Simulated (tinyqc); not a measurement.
Inside a calculation. Method: RHF in the sto-3g basis, for BeH2, spin multiplicity 1. One step of it, computed by the program tinyqc.

Problem. Iteration 2: diagonalisation and new density. A level shift of 1 hartree raises the virtual space: F + shift (S - S D(s) S), with D(s) the density of one spin (D/2). Diagonalise F' = X^T F X, C = X C', fill 3 alpha and 3 beta electrons from the bottom; D = 2 C_occ C_occ^T. Each column has its largest component positive (the first on a tie).

Fock matrix F (hartree), lower triangle:
```
            1Be 1s     1Be 2s   1Be 2px    1Be 2py    1Be 2pz      2H 1s      3H 1s
1Be 1s   -4.484946
1Be 2s   -1.281759  -0.570984
1Be 2px   0.000000   0.000000  0.235671
1Be 2py  -0.000016  -0.000434  0.000000  -0.135108
1Be 2pz   0.002435  -0.011447  0.000000   0.000046   0.234600
2H 1s    -0.190044  -0.318742  0.000000  -0.294132  -0.014647  -0.213999
3H 1s    -0.187961  -0.317410  0.000000   0.293407  -0.014744  -0.013137  -0.212905
```

X:
```
                 1          2          3         4          5          6          7
1Be 1s   -0.004855  -0.422678   0.862647  0.000000  -0.275774   0.286137   0.015339
1Be 2s    0.015737   1.057956  -0.061269  0.000000  -0.034329   0.546357   0.029871
1Be 2px   0.000000   0.000000   0.000000  1.000000   0.000000   0.000000   0.000000
1Be 2py   1.141284  -0.013859  -0.000292  0.000000   0.000311  -0.031026   0.559025
1Be 2pz   0.000600   0.055691   0.316927  0.000000   0.947143   0.027410   0.001379
2H 1s    -0.824064  -0.642300  -0.315080  0.000000   0.101763   0.329982   0.411168
3H 1s     0.804004  -0.661953  -0.316354  0.000000   0.102161   0.373269  -0.372603
```

D after iteration 1, lower triangle:
```
            1Be 1s     1Be 2s   1Be 2px    1Be 2py   1Be 2pz     2H 1s     3H 1s
1Be 1s    2.052425
1Be 2s   -0.191623   0.778684
1Be 2px   0.000000   0.000000  0.000000
1Be 2py   0.000267  -0.001431  0.000000   0.689312
1Be 2pz  -0.014190   0.039454  0.000000  -0.000199  0.002009
2H 1s    -0.180479   0.483835  0.000000   0.437599  0.024572  0.581442
3H 1s    -0.180408   0.484731  0.000000  -0.437991  0.024777  0.025008  0.580782
```

overlap S, lower triangle:
```
           1Be 1s    1Be 2s   1Be 2px    1Be 2py   1Be 2pz     2H 1s     3H 1s
1Be 1s   1.000000
1Be 2s   0.259517  1.000000
1Be 2px  0.000000  0.000000  1.000000
1Be 2py  0.000000  0.000000  0.000000   1.000000
1Be 2pz  0.000000  0.000000  0.000000   0.000000  1.000000
2H 1s    0.037238  0.351029  0.000000   0.435136  0.022803  1.000000
3H 1s    0.036828  0.349227  0.000000  -0.433425  0.022910  0.010644  1.000000
```

Give: F' = X^T F X; orbital energies; coefficients C; D after iteration 2.

Solution.

F' = X^T F X (hartree), lower triangle:
```
        1       2       3      4      5       6       7
1   1.650
2  -0.004   1.142
3   0.008   0.922  -2.896
4   0.000   0.000   0.000  1.236
5  -0.003  -0.298   1.400  0.000  0.760
6   0.002   0.323  -1.582  0.000  0.545  -1.316
7   0.022   0.018  -0.086  0.000  0.030  -0.052  -0.365
```

orbital energies (hartree): MO1 -4.489, MO2 -0.400, MO3 -0.362, MO4 1.233, MO5 1.236, MO6 1.343, MO7 1.650

coefficients C:
```
            MO1     MO2     MO3     MO4    MO5     MO6     MO7
1Be 1s    0.991  -0.211   0.002   0.044  0.000  -0.227  -0.001
1Be 2s    0.033   0.616  -0.006  -0.176  0.000   1.006   0.007
1Be 2px   0.000   0.000   0.000   0.000  1.000   0.000   0.000
1Be 2py   0.000   0.004   0.547   0.001  0.000  -0.004   1.148
1Be 2pz   0.000   0.027   0.000   0.984  0.000   0.178   0.000
2H 1s    -0.005   0.398   0.398   0.086  0.000  -0.701  -0.814
3H 1s    -0.005   0.391  -0.405   0.087  0.000  -0.708   0.805
```

D after iteration 2, lower triangle:
```
         1Be 1s  1Be 2s  1Be 2px  1Be 2py  1Be 2pz   2H 1s  3H 1s
1Be 1s    2.055
1Be 2s   -0.194   0.761
1Be 2px   0.000   0.000    0.000
1Be 2py   0.000  -0.001    0.000    0.599
1Be 2pz  -0.012   0.033    0.000    0.000    0.001
2H 1s    -0.176   0.485    0.000    0.439    0.021   0.633
3H 1s    -0.176   0.486    0.000   -0.440    0.021  -0.011  0.633
```
